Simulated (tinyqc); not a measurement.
# Bottom-up copper filling of a trench by curvature-enhanced accelerator coverage, step by step

A worked calculation. Computed by tinyqc, a small Python program that keeps every step. Command: `OMP_NUM_THREADS=1 python tinyqc.py 3026858 3026859 out.jsonl superfill walk`. One thread of a shared host (Intel(R) Xeon(R) Processor @ 2.30GHz), about 0.05 s of CPU time with the checks. Intermediate numbers are printed to about 6 digits and carried at full precision; extremes and crossings named in words are read from the listed rows.

A rectangular trench keeps vertical walls and a flat floor. An accelerator floats on the surface; where area is lost in the corners it is passed on to the floor.

Inputs (values chosen for the exercise, close to those used for damascene copper plating):
```
quantity,value,unit
trench width w,240,nm
aspect ratio h/w,2.5,-
exchange current of the suppressed surface i_0,0.034,mA/cm^2
exchange current of the accelerated surface i_1,1.2,mA/cm^2
transfer coefficient alpha,0.48,-
overpotential eta,0.13,V
starting coverage theta_0,0.03,-
adsorption rate k_a,0.0006,1/s
cupric ion concentration C,0.81,mol/l
diffusivity D,5.9e-06,cm^2/s
boundary layer delta,30,um
temperature T,298,K
```

Constants: e = 1.602176634e-19 C; N_A = 6.02214076e+23 1/mol; k_B = 8.617333262e-05 eV/K.

## Velocities

Kinetic current i_k = [i_0 (1 - theta) + i_1 theta] exp(alpha eta/(k_B T)), limit i_L = 2 F D C/delta, i = 1/(1/i_k + 1/i_L); velocity v = i Omega/(2F), Omega = 7.11 cm^3/mol, F = e N_A. Depletion inside the trench is ignored.

limiting current i_L = 307.402 mA/cm^2

velocity at theta = 0 = 0.142109 nm/s

velocity at theta_0 = 0.287942 nm/s

velocity at theta = 1 = 4.80870 nm/s

ratio v(1)/v(theta_0) = 16.7002

Without acceleration the walls meet when the floor has risen by w/2, so a seam-free fill needs a mean floor-to-wall speed ratio of at least 2 h/w = 5.

## First rates

At the start theta_b = theta_s = theta_0 and x = w/2: d theta_b/dt = k_a (1 - theta_0) + 2 theta_0 v/x (theta_b on the floor, theta_s on the walls, x the half width). At this initial relative rate the doubling time without adsorption would be x ln2/(2 v).

rate from adsorption = 5.82e-04 1/s

rate from area loss = 1.43971e-04 1/s

doubling time = 144.435 s

## Filling

Half width x, floor height y, depth h = aspect ratio x w. dx/dt = -v_s, dy/dt = v_b. d theta_b/dt = k_a (1 - theta_b) + [theta_s v_b + theta_b v_s]/x: the floor takes the accelerator of the wall it covers and keeps its own as it narrows. d theta_s/dt = k_a (1 - theta_s). theta_b is capped at 1. Integrate (tolerance 1e-9) until the walls meet (x = 0.02 w/2) or the floor passes the original mouth y = h. Start: x = w/2, y = 0, theta_b = theta_s = theta_0. Height filled = y/h, opening left = x/(w/2).

Course of the fill (nine evenly spaced times):
```
t (s),x (nm),y (nm),theta_b,theta_s,v_b/v_s
0.000,120.000,0.000,0.030000,0.030000,1.00000
25.887,111.605,8.710,0.050707,0.044950,1.07741
51.774,101.347,20.345,0.077197,0.059669,1.19642
77.661,89.259,35.894,0.114420,0.074162,1.38724
103.548,75.370,57.267,0.173285,0.088431,1.71536
129.435,59.710,88.595,0.282827,0.102481,2.35183
155.322,42.310,140.851,0.546684,0.116313,3.88681
181.210,23.197,245.803,1,0.129933,6.23675
207.097,2.400,370.286,1,0.143343,5.75523
```

time at the end = 207.097 s

share of the height filled from the floor = 0.617143

opening left, as a share of w = 0.02

The walls meet when the floor has filled 62 % of the height: a seam forms above. Caution: real profiles develop slanted corners, and accelerator is consumed; both are left out.

## The window in starting coverage

The formulas are those given above.

Outcome:
```
theta_0,v(1)/v(theta_0),height filled,opening left,time (s)
0.001,32.7176,0.598149,0.02,243.141
0.003,30.6855,0.599510,0.02,240.432
0.010,25.2079,0.604374,0.02,231.215
0.020,20.0887,0.611156,0.02,218.752
0.050,12.4916,0.625011,0.02,186.086
0.100,7.6723,0.616672,0.02,145.162
0.200,4.3428,0.537231,0.02,96.705
0.400,2.3387,0.388770,0.02,55.922
0.800,1.2310,0.238197,0.02,30.041
```

No row fills the trench; the best, at theta_0 = 0.05, reaches 63 % of the height. Too little accelerator takes too long to concentrate. Too much speeds the walls as well and removes the contrast.

Checks made by the program: wall coverage against its closed form (relative difference below 1e-10).
